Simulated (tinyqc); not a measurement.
What each change does: band folding and unfolding in a supercell of a chain.

A chain with hopping -t and n = 5 sites a supercell. H(K) has v_j on the diagonal, -t between neighbours and -t exp(2 pi i K) on the bond that closes the cell (from the last site to the first of the next cell). The point K holds the n wave vectors k_m = (K + m)/n of the primitive zone, in 2 pi/a, m = 0 to n - 1, with E0 = -2t cos(2 pi k_m). The unfolding weight of a state c on k_m is |sum_j c_j exp(-2 pi i k_m j)|^2/n, j = 0 to n - 1.

Parameters, chosen for this exercise: t = 1.92 eV (hopping); v = (-1, -1, 1, 1, 1) eV (site energies in the supercell); Kq = 0.22 2 pi/(n a) (wave vector in the small zone).

The two lowest levels at K and the weight of the lowest on k_0.

Results for these values:
```
case,level 1 (eV),level 2 (eV),weight
base,-3.8827,-1.7978,0.8465
```

What happens to each result for Kq = 0.39 2 pi/(n a), all else kept?

Answer: level 1 rises from -3.8827 to -3.7445; level 2 falls from -1.7978 to -2.2417; weight falls from 0.8465 to 0.6886.

The same for each parameter in turn:
```
case,level 1 (eV),level 2 (eV),weight
base,-3.8827,-1.7978,0.8465
t = 2.112 eV,-4.2223,-2.0191,0.8655
"v = (1, 1, -1, -1, -1) eV",-4.2090,-2.3320,0.8865
Kq = 0.39 2 pi/(n a),-3.7445,-2.2417,0.6886
```

(tinyqc, `OMP_NUM_THREADS=1 python tinyqc.py 1482172 1482173 out.jsonl`, Intel(R) Xeon(R) Processor @ 2.30GHz, 1 thread, shared host, about 0.01 s.)
